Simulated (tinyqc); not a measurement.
Changing the Luttinger gamma_1: shallow acceptor in the spherical model (Baldereschi-Lipari), strong spin-orbit limit. Computed by tinyqc, a small Python program. Command: `OMP_NUM_THREADS=1 python tinyqc.py 3021510 3021511 out.jsonl acceptor sweep`. One thread of a shared host (Intel(R) Xeon(R) Processor @ 2.30GHz), about 0.03 s of CPU time with the checks.

The 1S(3/2) state has an s envelope f(r) and a d envelope g(r). In effective units they obey -(f'' + 2f'/r + 2f/r) + mu (g'' + 5g'/r + 3g/r^2) = E f and -(g'' + 2g'/r - 6g/r^2 + 2g/r) + mu (f'' - f'/r) = E g. The cubic term, the split-off band and the central cell are left out.

Inputs (values chosen for the exercise, modelled on InP):
```
quantity,value,unit
Luttinger gamma_2,1.61,-
Luttinger gamma_3,2.06,-
dielectric constant eps,12.3,-
spin-orbit gap Delta_so,109,meV
```

Constants: Ry = 13.605693123 eV; a_0 = 0.529177210903 angstrom.

Method:
- Ry* = Ry/(gamma_1 eps^2), a* = a_0 eps gamma_1, mu = (6 gamma_3 + 4 gamma_2)/(5 gamma_1), delta = (gamma_3 - gamma_2)/gamma_1; spherical masses 1/(gamma_1 (1 - mu)) (heavy) and 1/(gamma_1 (1 + mu)) (light).
- Basis: f_i = exp(-zeta_i r), g_i = r exp(-zeta_i r), weight r^2 dr, s = zeta_i + zeta_j. S_ff = 2/s^3, H_ff = zeta_i zeta_j S_ff - 2/s^2; S_gg = 24/s^5, H_gg = 8/s^3 + 24 zeta_i zeta_j/s^5 - 12/s^4; H(f_i, g_j) = mu (6 zeta_i^2/s^4 + 2 zeta_i/s^3); S_fg = 0. Each function is normalised by sqrt(S_ii).
- Large basis: zeta_i = 0.08 x 1.55^(i-1), i = 1..20 in each channel; overlap eigenvalues below 1e-11 are dropped.
- Binding energies are -E Ry*; the mass that fits is E(1S) eps^2/Ry.

One run for each value:
```
Luttinger gamma_1,1S(3/2) binding energy (meV),d weight of 1S(3/2),mu,Ry* (meV)
4.09,127.9,0.4076,0.9193,21.99
4.80,45.2,0.2848,0.7833,18.74
5.63,27.5,0.2018,0.6679,15.97
6.60,19.5,0.1441,0.5697,13.63
7.75,14.8,0.1031,0.4852,11.60
9.10,11.7,0.0741,0.4132,9.88
10.70,9.5,0.0532,0.3514,8.40
12.50,7.8,0.0388,0.3008,7.19
```

Over the rows, 1S(3/2) binding energy (meV) falls from 128 to 7.84 (exponent d ln y / d ln x -6.5 between the first rows and -1.2 between the last); d weight of 1S(3/2) falls from 0.408 to 0.0388 (exponent d ln y / d ln x -2.2 between the first rows and -2.0 between the last); mu falls from 0.919 to 0.301 (exponent d ln y / d ln x about -1.00 throughout).

Caution (rows 4.09, 4.80, 5.63): the binding exceeds a fifth of the spin-orbit gap Delta_so, so the split-off band, left out, matters. Caution (rows 4.09): the orbit is only a few bond lengths wide, so central-cell terms matter.
